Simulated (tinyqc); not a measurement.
Hubbard chain of 5 sites, step by step. One step of it, computed by the program tinyqc.

Task: Mean-field iteration 1. H(up) = T + U n(down), H(down) = T + U n(up); fill the lowest levels; n(new) = n + mixing (n(out) - n); E = tr T (rho up + rho down) + U sum n_up n_down of the output.

one-body matrix (hopping and site energies) (eV), order 1, 2, 3, 4, 5:
```
[[0.000000, -0.800000, 0.000000, 0.000000, 0.000000],
 [-0.800000, 0.000000, -0.800000, 0.000000, 0.000000],
 [0.000000, -0.800000, 0.000000, -0.800000, 0.000000],
 [0.000000, 0.000000, -0.800000, 0.000000, -0.800000],
 [0.000000, 0.000000, 0.000000, -0.800000, 0.000000]]
```

U = 5.100000 eV

electrons, up and down: [3, 2]

mixing = 0.500000

n(up) at the start (a guess, not normalised): [0.600000, 0.600000, 0.600000, 0.600000, 0.600000]

n(down) at the start (a guess): [0.400000, 0.400000, 0.400000, 0.400000, 0.400000]

Give: levels, up; levels, down; energy; n(up) after iteration 1; n(down) after iteration 1.

Result:

levels, up (eV): [0.6544, 1.2400, 2.0400, 2.8400, 3.4256]

levels, down (eV): [1.6744, 2.2600, 3.0600, 3.8600, 4.4456]

energy = 1.5787 eV

n(up) after iteration 1: [0.6333, 0.5500, 0.6333, 0.5500, 0.6333]

n(down) after iteration 1: [0.3667, 0.4500, 0.3667, 0.4500, 0.3667]
